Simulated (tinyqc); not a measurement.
Raising U: Hubbard chain of 2 sites, mean field against exact. Computed by the program tinyqc. Collinear unrestricted mean field (the lowest of 40 random starts) against exact diagonalisation.

one-body matrix (hopping and site energies) (eV):
```
         1        2
1   0.0000  -1.8200
2  -1.8200   0.0000
```

electrons, up and down: 1  1

Exact and mean-field results (eV):
```
U            U/t    E exact  E mean field  mean |n_up - n_down|  double occupancy, exact  first gap in the sector
0.9100    0.5000  -3.213327     -3.185000                0.0000                   0.2190                   3.2133
1.8200    1.0000  -2.842026     -2.730000                0.0000                   0.1894                   2.8420
3.6400    2.0000  -2.249644     -1.820000                0.0005                   0.1382                   2.2496
5.4600    3.0000  -1.820000     -1.213333                0.7454                   0.1000                   1.8200
7.2800    4.0000  -1.507737     -0.910000                0.8660                   0.0732                   1.5077
10.9200   6.0000  -1.102103     -0.606667                0.9428                   0.0420                   1.1021
21.8400  12.0000  -0.590691     -0.303333                0.9860                   0.0128                   0.5907
36.4000  20.0000  -0.360431     -0.182000                0.9950                   0.0049                   0.3604
```

Estimate the missing row, U = 14.56.

Computed row:
```
U           U/t    E exact  E mean field  mean |n_up - n_down|  double occupancy, exact  first gap in the sector
14.5600  8.0000  -0.859287     -0.455000                0.9682                   0.0264                   0.8593
```

In absolute terms mean field is worst at U/t = 3.0, 0.607 eV too high: at small U it is nearly exact, and at large U it misses only exchange-scale energies. For the symmetric dimer the instability lies at U = 2t. Its local moments set in at U/t = 3.0 of those listed, a broken symmetry that the exact state of a finite cluster with equal spins does not have. Relative to the exact energy its error is 0.9 % at the smallest U, 50 % at most and 50 % at the largest. The double occupancy falls from 0.219 to 0.005; at the largest U the first gap is 0.99 times the exchange scale 4t^2/U.
